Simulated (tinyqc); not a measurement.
Worked calculation: CCSD on RHF in the 3-21g basis, for H2, spin multiplicity 1. One step of it, computed by the program tinyqc.

Task: Iteration 8 (converged): orbitals. Diagonalise F' = X^T F X, C = X C', fill 1 alpha and 1 beta electrons from the bottom; D = 2 C_occ C_occ^T. Each column has its largest component positive (the first on a tie).

converged F (hartree), lower triangle:
```
,1H 1s,1H 2s,2H 1s,2H 2s
1H 1s,0.066383
1H 2s,-0.519592,-0.357851
2H 1s,-0.551922,-0.532251,0.066383
2H 2s,-0.532251,-0.401128,-0.519592,-0.357851
```

X, lower triangle:
```
,1H 1s,1H 2s,2H 1s,2H 2s
1H 1s,1.275171
1H 2s,-0.485534,1.953048
2H 1s,-0.182690,0.072764,1.275171
2H 2s,0.072764,-1.010806,-0.485534,1.953048
```

Give: F' = X^T F X; orbital energies; coefficients C; D after iteration 8.

Result:

F' = X^T F X (hartree), lower triangle:
```
,1,2,3,4
1,0.7734
2,-0.6320,0.2963
3,-0.5336,-0.1158,0.7734
4,-0.1158,-0.2347,-0.6320,0.2963
```

orbital energies (hartree): MO1 -0.6024, MO2 0.2732, MO3 0.9038, MO4 1.5648

coefficients C:
```
,MO1,MO2,MO3,MO4
1H 1s,0.2947,0.1073,0.7714,-1.0986
1H 2s,0.3044,1.6986,-0.6606,1.2895
2H 1s,0.2947,-0.1073,0.7714,1.0986
2H 2s,0.3044,-1.6986,-0.6606,-1.2895
```

D after iteration 8, lower triangle:
```
,1H 1s,1H 2s,2H 1s,2H 2s
1H 1s,0.1736
1H 2s,0.1794,0.1853
2H 1s,0.1736,0.1794,0.1736
2H 2s,0.1794,0.1853,0.1794,0.1853
```
